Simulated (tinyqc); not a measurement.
Worked calculation: deformation-potential model of the Delta valleys of a conduction band. Values are carried at full precision from step to step, so a last printed digit may differ when a step is redone from the rounded ones.

s11 = (C11 + C12)/((C11 - C12)(C11 + 2 C12)), s12 = -C12/((C11 - C12)(C11 + 2 C12)), s44 = 1/C44; exx = s11 sxx + s12 (syy + szz) and cyclic, exy = s44 sxy/2; tension is positive. A uniaxial stress X along the unit vector n is s_ij = X n_i n_j. Biaxial (001) means sxx = syy = X.

Constants: kB = 8.617333262e-05 eV/K; hbar^2/2m0 = 3.80998211 eV angstrom^2.

Values chosen for the exercise (near those of Si; the results hold for these values, not for the real material): C11 = 165.2 GPa; C12 = 63.3 GPa; C44 = 79 GPa; load = biaxial (001) (kind of stress); X = -0.21 GPa (stress); Xd = 1.14 eV (dilation potential); Xu = 9.27 eV (uniaxial potential); T = 300 K (temperature); ml = 0.932 m0 (longitudinal mass); mt = 0.195 m0 (transverse mass).

## Strain from a biaxial (001) stress

Form the compliances and the strain.

s11, s12, s44 (1/TPa): [7.6847, -2.1288, 12.6582]

strain tensor, rows x, y, z and columns alike:
$$\begin{pmatrix}
-0.001167 & 0.000000 & 0.000000 \\
0.000000 & -0.001167 & 0.000000 \\
0.000000 & 0.000000 & 0.000894
\end{pmatrix}$$

## Valley shifts

Valleys with axes along x, y and z, each a pair at +k and -k. Herring-Vogt shift of a valley with unit axis a: dE = Xd tr(e) + Xu a.e.a. Non-degenerate shares n_i = exp(-dE_i/kT)/sum_j exp(-dE_j/kT). Inverse mass tensor of a valley: (1 - a a)/mt + a a/ml; the masses are taken as independent of strain.

Apply the Herring-Vogt formula to each valley.

Xd tr(e) = -1.64 meV

a.e.a: x -0.001167, y -0.001167, z 0.000894

shifts dE (meV): x -12.46, y -12.46, z 6.65

The lowest valleys are x and y, 19.1 meV below the highest; the mean shift over all valleys is (Xd + Xu/3) tr(e) = -6.09 meV.

## Shares of the electrons

Boltzmann factors of the shifts.

kT = 25.852 meV

shares: x 0.4036, y 0.4036, z 0.1928

effective number of valley axes, 1/(largest share) = 2.478

## Conductivity mass tensor

With one scattering time for all valleys the conductivity goes as M = sum_i n_i (inverse mass tensor of valley i); along the unit vector u, 1/m_c = u.M.u. Without stress 1/m_c = (1/ml + 2/mt)/3. Take u along [001].

M (1/m0), rows x, y, z and columns alike:
$$\begin{pmatrix}
3.491 & 0.000 & 0.000 \\
0.000 & 3.491 & 0.000 \\
0.000 & 0.000 & 4.346
\end{pmatrix}$$

m_c along [001] = 0.2301 m0
m_c without stress = 0.2648 m0

The repopulation alone changes the mobility along [001] by +15.1 %; with all electrons in the valleys lightest or heaviest along this direction it would change by +36 or -72 %.

## Effective density of states

Each of the 6 whole valleys has m_d = (ml mt^2)^(1/3) and N = 2 (m_d kT/(4 pi c))^(3/2), c = hbar^2/2m0. Counted from the lowest edge, Nc = N x 2 x sum_i exp(-(dE_i - dE_min)/kT). 1 angstrom^-3 = 1e24 cm^-3.

m_d = 0.3285 m0
N of one valley = 4.724e+18 cm^-3
Nc under stress = 2.341e+19 cm^-3
Nc without stress = 2.834e+19 cm^-3

## Piezoresistance from repopulation

For small stress d(rho)/rho = pi X. For valleys on the cube axes pi11 = -(2/3) Xu (s11 - s12)/kT x (K - 1)/(2K + 1), pi12 = -pi11/2, pi44 = 0, K = ml/mt. For stress along [110]: pi_l = (pi11 + pi12 + pi44)/2 with the current along it and pi_t = (pi11 + pi12 - pi44)/2 with the current along [1-10]. 1/GPa = 100 x 1e-11/Pa.

K = 4.779

pi11, pi12, pi44 (1e-11/Pa): [-84.0, 42.0, 0.0]

pi_l, pi_t for [110] (1e-11/Pa): [-21.0, -21.0]

Only the transfer between valleys is counted; changes of mass and of intervalley scattering add to it in a real crystal.

## Checks

- Conductivity mass at zero stress against 3/(1/ml + 2/mt): both 0.2647984.
- Piezoresistance coefficients by finite differences against the closed form: largest difference 1.4e-08.

Run: tinyqc, `OMP_NUM_THREADS=1 python tinyqc.py 1080049 1080050 out.jsonl`; Intel(R) Xeon(R) Processor @ 2.30GHz, one thread, shared host; about 0.02 s of CPU time with all checks.
